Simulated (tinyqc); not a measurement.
# Time-domain thermoreflectance: layered heat flow under a modulated pulse train, and what the signal ratio measures, step by step

A worked calculation. Computed by tinyqc, a small Python program that keeps every step. Command: `OMP_NUM_THREADS=1 python tinyqc.py 3113095 3113096 out.jsonl tdtr walk`. One thread of a shared host (Intel(R) Xeon(R) Processor @ 2.30GHz), about 0.1 s of CPU time with the checks. Intermediate numbers are printed to about 7 digits and carried at full precision; extremes and crossings named in words are read from the listed rows.

Pulses repeat at 80 MHz; heat is laid down at the surface, all layers are isotropic.

Inputs (values chosen for the exercise, modelled on aluminium on GaAs):
```
quantity                                value        unit
metal thickness d                          61          nm
metal conductivity                        130     W/(m K)
metal heat capacity                      2.42  MJ/(m^3 K)
boundary conductance G under the metal     31  MW/(m^2 K)
substrate conductivity kappa             43.1     W/(m K)
substrate heat capacity C                1.72  MJ/(m^3 K)
modulation frequency f                      5         MHz
spot radius w (1/e^2, pump and probe)      17  micrometre
delay t                                   200          ps
```

Stack: metal, substrate.

## Length and time scales

Penetration depth sqrt(kappa/(pi f C)); effusivity sqrt(kappa C); cooling time of the metal d C_m/G; Kapitza length kappa/G.

penetration depth = 1.263032 micrometre

effusivity = 8609.994 W s^(1/2)/(m^2 K)

cooling time of the metal = 4761.935 ps

Kapitza length = 1390.323 nm

depth over spot radius = 0.07429602

## Impedance at k = 0 and the modulation frequency

For radial wave number k and angular frequency W each layer has u = sqrt(4 pi^2 k^2 + i W C/kappa) and gamma = kappa u. Surface impedance from below: Z = 1/gamma for the substrate; a layer of thickness L maps Z to (Z + tanh(u L)/gamma)/(1 + gamma Z tanh(u L)); a boundary adds 1/G. Take k = 0 and W = 2 pi f.

Z of the substrate = 14.65235-14.65235i m^2 K/GW

Z at the surface = 39.90995-21.84535i m^2 K/GW

## Response at the modulation frequency

Response per absorbed watt H(W) = 2 pi int_0^(2/w) Z(k, W) exp(-pi^2 k^2 w^2) k dk by 20 Gauss-Legendre points.

H(2 pi f) = 0.04392069-0.02381263i K/mW

phase of H(2 pi f) = -28.46537 degrees

## Signal at one delay

Signal: X + iY = sum_(m = -M..M) H(2 pi (f + m f_r)) exp(i 2 pi m f_r t) exp(-pi (m/M)^2 x 4), f_r = 80 MHz, M = 4000, with H(-W) the complex conjugate of H(W); V_in = X, V_out = Y, ratio = -V_in/V_out.

V_in = 0.1029560 K/mW

V_out = -0.02195602 K/mW

ratio -V_in/V_out = 4.689193

## Ratio and sensitivities against delay

Sensitivity S = ln(ratio'/ratio)/ln(1.01) for a rise of one input by 1 %.

Ratio and sensitivities:
```
t (ps)     ratio  S to kappa      S to G     S to d     S to C       S to w
100     4.830987   0.3804804   0.3193856  -1.072551  0.3747366  -0.02235997
200     4.689193   0.3755629   0.2952763  -1.038930  0.3698225  -0.02201993
400     4.428750   0.3662657   0.2509186  -0.976375  0.3605238  -0.02139716
800     3.981563   0.3497775   0.1736921  -0.866634  0.3440015  -0.02034418
1500    3.368852   0.3263861   0.0638214  -0.710240  0.3204698  -0.01896662
2500    2.734393   0.3012558  -0.0582922  -0.537636  0.2950007  -0.01769576
4000    2.087835   0.2744403  -0.1977584  -0.343553  0.2674329  -0.01676135
```

The largest sensitivity in size at 100 ps is to d (-1.07). The sensitivity to G changes sign between 1500 and 2500 ps, which helps to separate G from inputs whose sensitivity keeps its sign. kappa and C enter almost alike, through the effusivity. At 400 ps an error of 3 % in d passes on as 8 % in kappa.

Checks made by the program: steady rise of a bare substrate, 1/(2 sqrt(pi) w kappa), from the same quadrature (relative difference below 1e-10).
